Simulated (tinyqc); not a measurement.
## Tunnelling through a two-layer gate stack, WKB transmission and Tsu-Esaki current: effect of temperature

Electrons leave the emitter at x = 0. Energies E (motion across the layers) are in eV from the emitter Fermi level; the collector Fermi level lies at -V and offers states at every E. No charge in the dielectric and no image force: F1 = V/(t1 + t2 eps1/eps2), F2 = F1 eps1/eps2; U = phi1 - F1 x in layer 1 and phi2 - F1 t1 - F2 (x - t1) in layer 2. With C = hbar^2/(2 m0), kappa = sqrt(m (U - E)/C) where U > E and 0 elsewhere; T(E) = exp(-S), S = 2 times the integral of kappa over x.

Each layer adds (2/F) sqrt(m/C) [G(u at its left edge) - G(u at its right edge)] to S, with u = U - E (0 where negative) and G(u) = (2/3) u^1.5. J = J0 times the integral of T(E) N(E) dE, N = ln[(1 + exp(-E/Vt))/(1 + exp((-E - V)/Vt))], J0 = q^2 me m0 kB T/(2 pi^2 hbar^3) (times 1e-4 for A/cm^2 per eV), from E = -Ef to far above the barrier (T = 1 there), by quadrature converged to the digits shown. The share over the barrier is that of energies above the highest band edge; 0 means below 1e-6 %.

Values chosen for this exercise; layer 1 close to silicon nitride, layer 2 close to hafnium oxide:
- Ef = 0.19 eV (Fermi energy of the emitter above its band bottom)
- me = 0.55 m0 (emitter mass in the supply function)
- phi1 = 2.17 eV (barrier of layer 1 above the emitter Fermi level at zero bias)
- m1 = 0.51 m0 (tunnelling mass of layer 1)
- t1 = 0.9 nm (thickness of layer 1)
- eps1 = 7.62 (relative permittivity of layer 1)
- phi2 = 1.5 eV (barrier of layer 2 at zero bias)
- m2 = 0.2 m0 (tunnelling mass of layer 2)
- t2 = 3 nm (thickness of layer 2)
- eps2 = 22.7 (relative permittivity of layer 2)
- V = 1.4 V (voltage across the dielectric)

Constants: q = 1.602176634e-19 C, kB = 1.380649e-23 J/K, hbar = 1.054571817e-34 J s, m0 = 9.1093837015e-31 kg, Vt = kB T/q, hbar^2/(2 m0) = 0.0380998212 eV nm^2. Results are converted to the units shown.

Results:
```
T (K)  J (A/cm^2)  mean E of the current (eV)  share over the barrier (%)
50         0.5572                    -0.09903                           0
100        0.5691                    -0.09688                           0
200        0.6206                    -0.08779                           0
300        0.7235                    -0.06975                           0
400        0.9257                    -0.03454                           0
600         2.449                      0.1476                           0
750         8.033                      0.3497                     1.21e-6
```

Estimate the missing row, T = 500 K.

Computed row:
```
T (K)  J (A/cm^2)  mean E of the current (eV)  share over the barrier (%)
500         1.366                     0.03414                           0
```

With this row back in the table: Between 50 and 300 K the current changes by a factor of 1.30, and between 300 and 750 K by 11.1; the mean energy of the current rises from -0.0990 to 0.350 eV. The transmission grows by a factor e over d = 0.0736 eV near E = 0, equal to kB T/q at 854 K: far below that temperature the thermal tail adds little.

tinyqc, about 0.04 s, one thread, Intel Xeon 2.30GHz (shared host): `OMP_NUM_THREADS=1 python tinyqc.py 2540156 2540157 out.jsonl`
